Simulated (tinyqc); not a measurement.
Strain: hole subbands of a hard-walled well, four-band Luttinger model.

Hole energies are counted downwards from the unstrained band edge, c = hbar^2/2m0. After the usual block transformation one block is H = [[P + Q - Zs, R - i S], [R + i S, P - Q + Zs]] in (heavy, light), with P +/- Q = c [(g1 +/- g2) k^2 + (g1 -/+ 2 g2) kz^2], R = sqrt(3) c gR k^2, S = 2 sqrt(3) c g3 k kz, kz = -i d/dz; axial approximation gR = (g2 + g3)/2. Zs = b (e_par - e_perp) is the shear part of the strain (the hydrostatic part shifts all levels alike and is left out). Basis sqrt(2/L) sin(n pi z/L), n = 1 to N, for each component: kz^2 gives (n pi/L)^2 and the heavy-light block is R delta_nm - 2 sqrt(3) c g3 k D_nm with D_nm = 4 n m/(L (n^2 - m^2)) for n + m odd, 0 otherwise. The other block has the same levels. The split-off band is left out.

Constants: hbar^2/2m0 = 3.80998211 eV angstrom^2.

Values chosen for the exercise (near those of AlAs; the results hold for these values, not for the real material):
- g1 = 3.78 (Luttinger gamma1)
- g2 = 0.83 (gamma2)
- g3 = 1.42 (gamma3)
- L = 75 angstrom (well width along [001])
- Zlist = (-0.0207, -0.0157, -0.007, -0.0024, 0, 0.0093, 0.0153) eV (shear strain energies (negative: tension in the plane, for b < 0))

N = 20. dE is the rise of the top subband from k = 0 to k1 = pi/(4L), m1 = c k1^2/dE (dash if dE is not positive), and the heavy weight is taken at k = pi/L.

Top subband:

| Zs (eV) | HH1 (meV) | LH1 (meV) | dE (meV) | heavy weight | m1 (m0) |
|---|---|---|---|---|---|
| -0.0207 | 34.9 | 15.7 | 0.382 | 0.182 | 1.093 |
| -0.0157 | 29.9 | 20.7 | 0.207 | 0.235 | 2.023 |
| -0.0070 | 21.2 | 29.4 | 1.393 | 0.389 | 0.300 |
| -0.0024 | 16.6 | 34.0 | 1.478 | 0.512 | 0.283 |
| 0.0000 | 14.2 | 36.4 | 1.502 | 0.582 | 0.278 |
| 0.0093 | 4.9 | 45.7 | 1.564 | 0.799 | 0.267 |
| 0.0153 | -1.1 | 51.7 | 1.593 | 0.871 | 0.262 |

What can be read from this table?

HH1 and LH1 cross at Zs = -2 c g2 (pi/L)^2 = -0.0111 eV; for more negative Zs the light hole is on top. Among the rows with HH1 on top, m1 goes from 0.300 to 0.262 m0 as the splitting widens from 8 to 53 meV, against the unmixed 1/(g1 + g2) = 0.217: compression lightens the holes here. m1 describes the neighbourhood of k = 0 only; where HH1 and LH1 lie close, the band may peak further out.

(tinyqc, `OMP_NUM_THREADS=1 python tinyqc.py 1281007 1281008 out.jsonl`, Intel(R) Xeon(R) Processor @ 2.30GHz, 1 thread, shared host, about 0.1 s.)
